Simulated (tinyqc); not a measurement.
Kinetics of strain relaxation and threading dislocations in mismatched semiconductor layers: one step, computed by the program tinyqc. Command: `OMP_NUM_THREADS=1 python tinyqc.py 3004790 3004791 out.jsonl threading walk`. One thread of a shared host (Intel(R) Xeon(R) Processor @ 2.30GHz), about 0.01 s of CPU time with the checks.

60-degree dislocations on {111} planes of a (001) layer, isotropic elasticity. The Schmid factor is 1/sqrt(6), and a misfit segment relieves strain with b/2.

Question. Relaxation in the anneal. Excess resolved stress tau = (1/sqrt 6) [2 G (1 + nu)/(1 - nu)] (e - e_eq), e_eq = b (1 - nu/4) [ln(h/b) + 1]/(4 pi (1 + nu) h), the Matthews-Blakeslee strain of an uncapped layer; glide velocity v = v0 tau exp(-Q/(k_B T)), tau in MPa. Threads run in two directions, so de/dt = -(b/4) rho v, and they multiply as d rho/dt = delta rho v. With x = e - e_eq, x0 = f - e_eq (fully strained at t = 0) and v = m S x (m the mobility, S x = tau): rho = rho_0 + (4 delta/b)(x0 - x), so dx/dt = -k x (a - x), k = delta m S, a = x0 + b rho_0/(4 delta): a logistic law, x = a/[1 + (a/x0 - 1) exp(k a t)]. The half time is that at which x = x0/2.

Inputs (values chosen for the exercise, modelled on Si(0.7)Ge(0.3) on Si):

| quantity | value | unit |
|---|---|---|
| misfit f | 0.0122 | - |
| shear modulus G | 59.8 | GPa |
| Poisson ratio nu | 0.27 | - |
| Burgers vector b | 3.89 | angstrom |
| anneal temperature T | 697 | K |
| anneal time t | 1200 | s |
| initial thread density rho_0 | 2.5e+07 | 1/cm^2 |
| multiplication constant delta | 4500 | 1/m |

Sources: multiplication.

mobility v/tau = 3.907081e-11 m/s per MPa

equilibrium strain e_eq = 0.002536440

Give: strain left e; share of the excess strain relieved; thread density; half time.

Answer.

strain left e = 0.011233

share of the excess strain relieved = 10.004 %

thread density = 2.9473e+07 1/cm^2

half time = 5919.7 s

Relaxation is under way. The misfit lines laid down are 0.20 micrometre apart. Caution: blocking of threads by crossing misfit lines, left out here, leaves real layers with more strain.
